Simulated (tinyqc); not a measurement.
## Trap density from two Hall measurements

Problem. p-type body, charge-sheet picture, full ionisation (an idealisation for deep acceptors), Boltzmann statistics for free electrons. e = Ec - EF at the surface. psi = Eg - Vt ln(Nv/Na) - e; N_dep = sqrt(2 eps0 eps_r Na (psi - Vt)/q); n_f = sqrt(N_dep^2 + 2 eps0 eps_r Vt Nc exp(-e/Vt)/q) - N_dep; Vg = Vfb + psi + q (N_dep + n_t + n_f)/Cox, Cox = eps0 eox/tox. Find e and n_t at both points and the mean trap density between them.

Parameters, values chosen for the exercise; band and dielectric values close to those of 4H silicon carbide:
```
symbol    value   unit                                   meaning
T           475      K                               temperature
Eg         3.28     eV                                  band gap
eps_r       9.7                            relative permittivity
Nc      3.39e19  cm^-3    conduction-band density of states at T
Nv      5.02e19  cm^-3       valence-band density of states at T
eox         3.9           relative permittivity of the insulator
tox          29     nm                       insulator thickness
Na         1e17  cm^-3                          acceptor density
Vfb       -2.36      V  flat-band voltage without trapped charge
```

Constants: q = 1.602176634e-19 C, kB = 1.380649e-23 J/K, Vt = kB T/q, eps0 = 8.8541878128e-14 F/cm where lengths are in cm. Results are converted to the units shown.

Vg (V): 2.8939713  3.3141711
free sheet density from the Hall effect (cm^-2): 3.3239572e9  4.0943462e10

Solution. Each n_f fixes e; what the gate voltage holds beyond psi, N_dep and n_f is trapped; the difference quotient is the density, smeared over a few Vt.

e (eV): 0.294  0.190
n_t (cm^-2): 1.73e11  3.38e11
mean trap density = 1.59e12 cm^-2 eV^-1

Program tinyqc, `OMP_NUM_THREADS=1 python tinyqc.py 2222115 2222116 out.jsonl`; Intel Xeon 2.30GHz, shared host, one thread, about 0.02 s.
